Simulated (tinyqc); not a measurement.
# Solid solubility of a dopant against its melt (retrograde solidus), clustering and the electrically active fraction, step by step

A worked calculation. Computed by tinyqc, a small Python program that keeps every step. Command: `OMP_NUM_THREADS=1 python tinyqc.py 3030357 3030358 out.jsonl retro walk`. One thread of a shared host (Intel(R) Xeon(R) Processor @ 2.30GHz), about 0.01 s of CPU time with the checks. Intermediate numbers are printed to about 6 digits and carried at full precision; extremes and crossings named in words are read from the listed rows.

Inputs (values chosen for the exercise, of the order of those of tin in silicon for the solubility): melting point of the host T_m = 1687 K; heat of melting of the host H_f = 50.2 kJ/mol; interaction L of the melt = 7.7 kJ/mol; enthalpy of transfer from melt to solid H = 0.389 eV; entropy of transfer S = -1.84 k_B; site density N0 = 5e+22 1/cm^3; temperature T = 1090 K; total dopant density N_t = 8.3e+20 1/cm^3; atoms per cluster m = 4; cluster scale N* at 1273 K = 1.9e+20 1/cm^3; activation energy E_b of the cluster scale = 0.44 eV; anneal temperature T_a = 1300 K; prefactor of n_i = 3.8e+16 1/(cm^3 K^1.5); energy E_i in n_i = 0.611 eV; mobility mu = 60 cm^2/(V s).

Clustering: clusters that take up free electrons.

Constants: R = 8.314462618 J/(mol K); k_B = 8.617333262e-05 eV/K; e = 1.602176634e-19 C; N_A = 6.02214076e+23 1/mol.

## Liquidus and solidus at T

x_l and x_s are atom fractions of the dopant in melt and solid; the solid is dilute. Liquidus of the host: R T ln(1 - x_l) + L x_l^2 = -H_f (1 - T/T_m). Distribution: k = x_s/x_l = exp[L (1 - x_l)^2/(R T)] exp(S/k_B - H/(k_B T)), the first factor being the activity coefficient in the melt. Solubility = x_s N0; at T_m x_l = 0.

x_l = 0.932755

distribution coefficient k = 0.00253494

x_s = 0.00236447

solubility = 1.18224e+20 1/cm^3

k at the melting point = 0.0189323

k has changed by a factor 0.13 from its value at T_m, while x_l has grown from 0 to 0.933.

## The retrograde maximum

The largest x_s N0 between 900 K and T_m. For an ideal melt with constant heats the maximum has x_l = H_f/(H + H_f), H in the same units.

temperature of the maximum = 1420.86 K

largest solubility = 2.18887e+20 1/cm^3

x_l there = 0.593368

ideal-melt value H_f/(H + H_f) = 0.572192

The maximum lies 266 K below T_m: above it the melt runs out of dopant, below it k falls as exp(-H/(k_B T)).

## The solidus

The formulas are those given above.

Against temperature:
```
T (K)       x_l          k  solubility (1/cm^3)  over the maximum
1000   0.963811  0.0017416          8.39292e+19          0.383437
1100   0.928308  0.0026335          1.22234e+20          0.558433
1200   0.869427  0.0037401          1.62588e+20          0.742793
1300   0.775491  0.0051102          1.98145e+20          0.905239
1400   0.631057  0.0069130          2.18124e+20          0.996515
1500   0.428537  0.0095825          2.05323e+20          0.938035
1580   0.241639  0.0127788          1.54393e+20          0.705354
1640   0.102858  0.0159542          8.20511e+19          0.374856
1675   0.025669  0.0181307          2.32702e+19          0.106311
```

Between the first rows the Arrhenius energy of the solubility is 0.36 eV, against H = 0.389 eV; it shrinks to zero at 1421 K and turns negative beyond. A crystal saturated at the maximum precipitates dopant-rich liquid on cooling and on heating alike. Below a eutectic or compound temperature another phase would set the limit.

## Active fraction after the anneal

A highly soluble donor (another dopant than that of the solidus) is limited by clustering. Donors N_a are active, and clusters hold m atoms each: N_t = N_a + m C, m C = N* (N_a/N*)^m (n/N*)^m, each atom taking one electron, n = N_a/2 + sqrt(N_a^2/4 + n_i^2), n_i = prefactor x T^1.5 exp(-E_i/(k_B T)), with N*(T) = N*(1273 K) exp[-(E_b/k_B)(1/T - 1/1273)]. Resistivity = 1/(e mu N_a).

N*(T_a) = 2.06506e+20 1/cm^3

active density N_a = 2.35561e+20 1/cm^3

active fraction = 0.283808

resistivity = 0.441607 milliohm cm

Doubling the dose would raise N_a by only 11 %. Caution: this clustering law is a generic form; degeneracy and a doping-dependent mobility are left out.

## Active against total

A highly soluble donor (another dopant than that of the solidus) is limited by clustering. Donors N_a are active, and clusters hold m atoms each: N_t = N_a + m C, m C = N* (N_a/N*)^m (n/N*)^m, each atom taking one electron, n = N_a/2 + sqrt(N_a^2/4 + n_i^2), n_i = prefactor x T^1.5 exp(-E_i/(k_B T)), with N*(T) = N*(1273 K) exp[-(E_b/k_B)(1/T - 1/1273)].

Active density (1/cm^3):
```
N_t (1/cm^3)   N_a at T_a  fraction  N_a at T_a + 150 K  N_a at T_a - 150 K
1.00e+19      1.00000e+19  1.000000         1.00000e+19         1.00000e+19
3.00e+19      2.99999e+19  0.999998         3.00000e+19         2.99985e+19
1.00e+20      9.93913e+19  0.993913         9.99601e+19         9.01346e+19
2.00e+20      1.65150e+20  0.825752         1.92860e+20         1.17558e+20
5.00e+20      2.14869e+20  0.429738         2.94133e+20         1.41294e+20
1.00e+21      2.42803e+20  0.242803         3.40343e+20         1.57222e+20
2.00e+21      2.69260e+20  0.134630         3.80852e+20         1.73192e+20
5.00e+21      3.05059e+20  0.061012         4.33638e+20         1.95451e+20
```

The exponent d ln N_a/d ln N_t falls from 1.00 to 0.14, towards 1/(2m) = 0.125. At the highest dose a 150 K hotter anneal gives 1.42 times the active density, and a later step 150 K cooler would cut it to 0.64 if it ran to equilibrium: short hot anneals come last.

Checks made by the program: the ideal-melt maximum (relative difference 4e-10).
